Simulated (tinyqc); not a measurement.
Heisenberg spin cluster by exact diagonalisation: multiplets, susceptibility, level crossings: one step, computed by the program tinyqc.

H = J1 sum S_i.S_j over the bonds 1-2 - g mu_B B S_z; J > 0 is antiferromagnetic.

Question. The block with S_z = 0. Basis: products of m values. S_i.S_j = m_i m_j on the diagonal and (1/2) sqrt[s(s+1) - m_i(m_i+1)] sqrt[s(s+1) - m_j(m_j-1)], s the spin of a site, between states that differ by one flip up and one down.

Inputs (values chosen for the exercise, for a model cluster): exchange J1 = -9.13 meV.

Cluster: dimer. Spin s of each site: 0.5.

Give: H at B = 0.

Answer.

H at B = 0 (meV), rows +0.5 -0.5, -0.5 +0.5:
$$\begin{pmatrix}
2.2825 & -4.5650 \\
-4.5650 & 2.2825
\end{pmatrix}$$
